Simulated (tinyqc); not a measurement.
Valley-orbit splitting of a donor ground state, with strain. From one set of inputs to another, one input at a time. Computed by tinyqc, a small Python program. Command: `OMP_NUM_THREADS=1 python tinyqc.py 3020006 3020007 out.jsonl valleyorbit ladder`. One thread of a shared host (Intel(R) Xeon(R) Processor @ 2.30GHz), about 0.01 s of CPU time with the checks.

The basis is the 1s envelope in each valley; energies are counted from the unstrained conduction-band edge. The strain is e_s (a a^T - 1/3) for the unit stress axis a, so valley j along n_j moves by Xi_u e_s w_j with w_j = (n_j.a)^2 - 1/3: +2/3 for [111], -2/9 for the others.

The inputs printed are set A. Inputs not listed in the table keep their values of set A, so the rows need not describe a real material.

Inputs (values chosen for the exercise, modelled on donors in germanium):
```
quantity                                     value   unit
single-valley binding energy E_0              9.67    meV
central-cell shift Lambda                     0.63    meV
coupling Delta_1                              0.49    meV
shear deformation potential Xi_u              17.1     eV
shear strain e_s                          -0.00021      -
temperature T                                   77      K
donor density N_D                          1.3e+16  cm^-3
density-of-states mass of one valley m_e     0.221    m_0
```

Valleys: four along <111>. Stress axis: [111].

Constants: k_B = 8.617333262e-05 eV/K; m_0 = 9.1093837015e-31 kg; k_B = 1.380649e-23 J/K; h = 6.62607015e-34 J s.

Method:
- H_jj = -(E_0 + Lambda) + Xi_u e_s w_j; H_jk = -Delta_1 between any two valleys.
- Diagonalise H; the ground vector has positive components. The density at the nucleus, and so the contact hyperfine coupling, scales as (sum_j c_j)^2/(number of valleys), which is 1 without strain; the envelopes are held fixed.
- The binding energy is counted from the lowest valley edge, min_j Xi_u e_s w_j; the gap is from the ground state to the next level.
- z = sum over levels of exp(-(E - E_ground)/k_B T), the ground-state share being 1/z; N_c = 2 (2 pi m_e k_B T/h^2)^(3/2) sum_j exp(-(shift_j - lowest shift)/k_B T); n1 = N_c/(2 z) exp(-binding/k_B T), binding = lowest shift - E_ground; without compensation n = 2 N_D/(1 + sqrt(1 + 4 N_D/n1)) (Boltzmann statistics; p and higher states left out).

Each row keeps all changes above it; columns: (1) input moved; (2) from; (3) to; (4) gap to the first excited state (meV); (5) hyperfine ratio A/A_0; (6) share of neutral donors in the ground state:
```
(1)                                          (2)    (3)     (4)      (5)      (6)
set A                                          -      -  2.7882  0.56527  0.36280
donor density N_D (cm^-3)                1.3e+16  1e+15  2.7882  0.56527  0.36280
shear strain e_s                        -0.00021  0.002  1.4929  0.77302  0.38376
coupling Delta_1 (meV)                      0.49   0.77  2.3656  0.78517  0.41525
single-valley binding energy E_0 (meV)      9.67   11.2  2.3656  0.78517  0.41525
temperature T (K)                             77     10  2.3656  0.78517  0.88615
shear deformation potential Xi_u (eV)       17.1   16.2  2.3685  0.78696  0.88649
central-cell shift Lambda (meV)             0.63   0.23  2.3685  0.78696  0.88649
```

Which inputs carry the difference?

gap to the first excited state goes from 2.79 to 2.37, a factor 0.849 in all. The largest single move comes from shear strain e_s (a factor 0.535), and coupling Delta_1 works against it (a factor 1.58). Hyperfine ratio A/A_0 goes from 0.565 to 0.787, a factor 1.39 in all. The largest single move comes from shear strain e_s (a factor 1.37). Share of neutral donors in the ground state goes from 0.363 to 0.886, a factor 2.44 in all. The largest single move comes from temperature T (a factor 2.13). The single moves hold for this order of the switches; the total does not depend on the order.

Caution (rows set A, donor density N_D, shear strain e_s, coupling Delta_1, single-valley binding energy E_0): k_B T exceeds a third of E_0, so the p and higher states, left out, hold part of the bound electrons. Caution (rows set A): at this donor density neighbouring orbits begin to overlap and the depth shrinks, which a fixed level leaves out.

Extremes, crossings and ranges named in words are read from the listed rows.
